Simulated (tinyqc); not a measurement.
Tunnelling through a gate dielectric, WKB transmission and Tsu-Esaki current: one step of the calculation.

Electrons leave the emitter at x = 0. Energies E (motion across the layers) are in eV from the emitter Fermi level; the collector Fermi level lies at -V and offers states at every E. No charge in the dielectric and no image force: F1 = V/t1, U = phi1 - F1 x. With C = hbar^2/(2 m0), kappa = sqrt(m (U - E)/C) where U > E and 0 elsewhere; T(E) = exp(-S), S = 2 times the integral of kappa over x.

Question. WKB exponent by the midpoint rule. Cut each layer into nc equal cells, take U and kappa at the cell centres, and sum S = 2 sum kappa h.

Parameters, values chosen for the exercise; dielectric values close to those of silicon dioxide:
- phi1 = 3.08 eV (barrier of layer 1 above the emitter Fermi level at zero bias)
- m1 = 0.49 m0 (tunnelling mass of layer 1)
- t1 = 1.7 nm (thickness of layer 1)
- V = 1.5 V (voltage across the dielectric)
- E = 0.09 eV (energy of the electron followed)
- nc = 8 (cells in each layer)

Constants: q = 1.602176634e-19 C, hbar = 1.054571817e-34 J s, m0 = 9.1093837015e-31 kg, hbar^2/(2 m0) = 0.0380998212 eV nm^2. Results are converted to the units shown.

Give: x; U; kappa; S; T(E).

Answer.

```
cell  x (nm)  U (eV)  kappa (1/nm)
0      0.106   2.986         6.103
1      0.319   2.799         5.902
2      0.531   2.611         5.694
3      0.744   2.424         5.479
4      0.956   2.236         5.254
5      1.169   2.049         5.019
6      1.381   1.861         4.773
7      1.594   1.674         4.513
```

S = 18.16
T(E) = 1.293e-8

tinyqc, about 0.02 s, one thread, Intel Xeon 2.30GHz (shared host): `OMP_NUM_THREADS=1 python tinyqc.py 2540079 2540080 out.jsonl`
